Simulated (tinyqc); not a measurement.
Worked calculation: Born-Oppenheimer dynamics on the RHF/sto-3g surface (energies and gradients from PySCF), for H4, spin multiplicity 1. Computed by tinyqc, a small Python program that keeps every step (integrals from PySCF). Settings: charge = 0, multiplicity = 1, basis = sto-3g, time step (fs) = 0.5, steps = 24. Command: `OMP_NUM_THREADS=1 python tinyqc.py 24979 24980 out.jsonl` (the two numbers bound the seeds that draw the settings). One thread of a shared host (Intel(R) Xeon(R) Processor @ 2.60GHz), about 1 s of CPU time with the checks.

## Velocity Verlet step 1

positions (bohr):
```
            x          y          z
1H   0.103935  -0.011338  -0.030236
2H   0.154958   0.032125   1.736658
3H  -0.007559   0.047243   3.845593
4H   0.081258   0.058582   5.631384
```

velocities (bohr per atomic time unit):
```
               x             y             z
1H   0.000115500  -0.000224250  -0.000065750
2H   0.000377500   0.000003750   0.000061250
3H  -0.000483500   0.000080750  -0.000099750
4H  -0.000009500   0.000139750   0.000104250
```

gradient (hartree/bohr):
```
              x            y            z
1H  -0.00412230  -0.00307455  -0.11814343
2H   0.00199322   0.00350183   0.16381104
3H  -0.00483871  -0.00114841  -0.16689481
4H   0.00696779   0.00072113   0.12122720
```

masses (electron masses): 1H 1837.152588, 2H 1837.152588, 3H 1837.152588, 4H 1837.152588

gradient after step 1 (hartree/bohr):
```
              x            y            z
1H  -0.00443921  -0.00330949  -0.11453648
2H   0.00219338   0.00376881   0.15865583
3H  -0.00530192  -0.00123543  -0.16216996
4H   0.00754775   0.00077611   0.11805061
```

dt = 0.5 fs = 20.6707 atomic units; x' = x + v dt - g dt^2 / (2m); after the new gradient g', v' = v - (g + g') dt / (2m).

positions after step 1 (bohr):
```
            x          y          z
1H   0.106802  -0.015616  -0.017856
2H   0.162529   0.031796   1.718875
3H  -0.016990   0.049046   3.862939
4H   0.080252   0.061386   5.619442
```

velocities after step 1 (bohr per atomic time unit):
```
               x             y             z
1H   0.000163665  -0.000188335   0.001243247
2H   0.000353947  -0.000037153  -0.001752865
3H  -0.000426451   0.000094161   0.001751483
4H  -0.000091161   0.000131327  -0.001241865
```

## Velocity Verlet step 2

gradient after step 2 (hartree/bohr):
```
              x            y            z
1H  -0.00433357  -0.00320320  -0.09963869
2H   0.00220608   0.00366208   0.13940611
3H  -0.00532587  -0.00120975  -0.14387334
4H   0.00745336   0.00075086   0.10410592
```

As before.

positions after step 2 (bohr):
```
            x          y         z
1H   0.110701  -0.019124  0.021162
2H   0.169590   0.030589  1.664192
3H  -0.025189   0.051136  3.918001
4H   0.077490   0.064011  5.580043
```

velocities after step 2 (bohr per atomic time unit):
```
               x             y             z
1H   0.000213018  -0.000151696   0.002448141
2H   0.000329197  -0.000078957  -0.003429684
3H  -0.000366662   0.000107917   0.003473203
4H  -0.000175553   0.000122737  -0.002491660
```

## Energy conservation

The total energy should stay constant up to terms of order dt^2; the step counts as short enough if it moves by less than 2 % of the largest kinetic energy.

Trajectory:
```
time (fs)  1H-2H (angstrom)  potential (hartree)  kinetic (hartree)  total (hartree)
0.000000           0.935672          -2.13791300         0.00045465      -2.13745835
0.500000           0.919854          -2.14644898         0.00884894      -2.13760005
1.000000           0.870410          -2.17163819         0.03343856      -2.13819963
1.500000           0.791548          -2.20362776         0.06394090      -2.13968685
2.000000           0.693527          -2.22003862         0.07790093      -2.14213769
2.500000           0.598539          -2.19157461         0.04982200      -2.14175261
3.000000           0.545239          -2.14236868         0.00785243      -2.13451625
3.500000           0.567548          -2.16544251         0.02705232      -2.13839019
4.000000           0.650096          -2.21621711         0.07342578      -2.14279133
4.500000           0.751162          -2.22162538         0.08079656      -2.14082882
5.000000           0.841463          -2.19622810         0.05740626      -2.13882184
5.500000           0.906538          -2.16786420         0.02997663      -2.13788757
6.000000           0.940070          -2.15133092         0.01376441      -2.13756651
6.500000           0.939760          -2.15204855         0.01448024      -2.13756831
7.000000           0.905710          -2.16997920         0.03208594      -2.13789326
7.500000           0.840482          -2.19966536         0.06086537      -2.13879999
8.000000           0.750746          -2.22677252         0.08609601      -2.14067651
8.500000           0.651248          -2.22504713         0.08247530      -2.14257183
9.000000           0.570982          -2.17912463         0.04027254      -2.13885209
9.500000           0.550096          -2.15324511         0.01880003      -2.13444508
10.000000          0.602791          -2.19910995         0.05799453      -2.14111541
10.500000          0.696731          -2.23257547         0.09044548      -2.14212999
11.000000          0.794817          -2.22206247         0.08218049      -2.13988198
11.500000          0.875373          -2.19296922         0.05458145      -2.13838777
12.000000          0.928057          -2.16741278         0.02967874      -2.13773404
```

The total energy moves within 8.3e-03 hartree; that is over 2 % of the largest kinetic energy, so the time step is too long.
